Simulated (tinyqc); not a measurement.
Static screening by free carriers, step by step. Values are carried at full precision from step to step, so a last printed digit may differ when a step is redone from the rounded ones.

kF = (3 pi^2 n/Mv)^(1/3), EF = c kF^2/m with c = hbar^2/2m0, n in 1/angstrom^3 (1e-24 per 1/cm^3), e2 = e^2/(4 pi eps0). Thomas-Fermi: qTF^2 = 6 pi e2 n/(eps EF). Debye: qD^2 = 4 pi e2 n/(eps kB T).

Constants: hbar^2/2m0 = 3.80998211 eV angstrom^2; e^2/(4 pi eps0) = 14.39964547 eV angstrom; kB = 8.617333262e-05 eV/K; a0 (Bohr radius) = 0.5291772105 angstrom.

Inputs chosen for the exercise (a free-electron density near that of Au; the results hold for these values, not for the real material):
- n = 5.88e+22 1/cm^3 (carrier density)
- m = 1 m0 (mass of one isotropic valley)
- Mv = 1 (valleys)
- eps = 1 (background dielectric constant)
- T = 300 K
- q = 2.51 1/angstrom (wave vector)

## Fermi and screening wave vectors

Also the effective Bohr radius aB = a0 eps/m and rs = (3/(4 pi n))^(1/3)/aB.

kF = 1.2030 1/angstrom
EF at 0 K = 5514 meV
EF/kT = 213
qTF = 1.7013 1/angstrom
qD = 20.287 1/angstrom
aB = 0.5292 angstrom
rs = 3.01

The gas is degenerate, so the Thomas-Fermi value applies. With rs above 1 exchange and correlation, left out here, are not small.

## Lindhard function at one q

Lindhard at zero temperature: eps(q)/eps = 1 + (qTF/q)^2 L(x), x = q/(2 kF), L(x) = 1/2 + ((1 - x^2)/(4x)) ln|(1 + x)/(1 - x)|.

Compare with Thomas-Fermi, 1 + (qTF/q)^2.

x = 1.0432
L(x) = 0.4184
eps(q)/eps, Lindhard = 1.192
eps(q)/eps, Thomas-Fermi = 1.459

The carriers respond with 42 % of their long-wave strength at this q, beyond 2 kF, where no pair of states on the Fermi surface is joined by q.

## Checks

- L(x) at x = 0.7 against the integral over the Fermi sphere: both 0.81595.

Program tinyqc; command `OMP_NUM_THREADS=1 python tinyqc.py 1680757 1680758 out.jsonl`; about 0.01 s on one thread of a shared Intel(R) Xeon(R) Processor @ 2.30GHz.
